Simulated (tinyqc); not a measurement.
What moves the count of states: density of states of one tight-binding band on the triangular lattice.

E(k) = -2 t (cos 2 pi k1 + cos 2 pi k2 + cos 2 pi (k1 + k2)); k in fractions of the reciprocal vectors, mesh k_i = j/N with j = 0 .. N-1. Densities are per cell and per spin, so the band holds one state.

Each cell of the mesh is cut along (i+1, j)-(i, j+1) into two triangles. For corner energies e1 <= e2 <= e3 and eij = ei - ej, the share of the triangle below E is n = (E - e1)^2/(e21 e31) for e1 < E < e2 and n = 1 - (e3 - E)^2/(e31 e32) for e2 < E < e3; its density of states is g = dn/dE.

Gaussian broadening: g(E) = mean over the mesh of exp(-(E - E_k)^2/(2 sigma^2))/(sigma sqrt(2 pi)), n(E) = mean of erfc((E_k - E)/(sigma sqrt 2))/2.

Parameters, chosen for this exercise:
- t = 0.6 eV (nearest hopping)
- E = -2.28 eV (energy at which the density is wanted)
- sigma = 0.3 eV (Gaussian width)

Linear method and Gaussian sum with N = 48.

One parameter was then changed.

Results before and after:
```
case,n linear,g linear (1/eV),n Gaussian,g Gaussian (1/eV)
base,0.1116,0.0946,0.1127,0.0949
changed,0.1116,0.0946,0.1154,0.0949
```

Which of these changes was made? (a) t = 0.66 eV; (b) E = -2.22 eV; (c) sigma = 0.6 eV.
Answer: (c) sigma = 0.6 eV. Of the candidates, run in turn, only this one gives the changed row.

All candidates:
```
case,n linear,g linear (1/eV),n Gaussian,g Gaussian (1/eV)
base,0.1116,0.0946,0.1127,0.0949
t = 0.66 eV,0.1316,0.0894,0.1326,0.0897
E = -2.22 eV,0.1173,0.0960,0.1185,0.0959
sigma = 0.6 eV,0.1116,0.0946,0.1154,0.0949
```

tinyqc: `OMP_NUM_THREADS=1 python tinyqc.py 1682026 1682027 out.jsonl`; about 0.09 s, one thread, shared Intel(R) Xeon(R) Processor @ 2.30GHz.
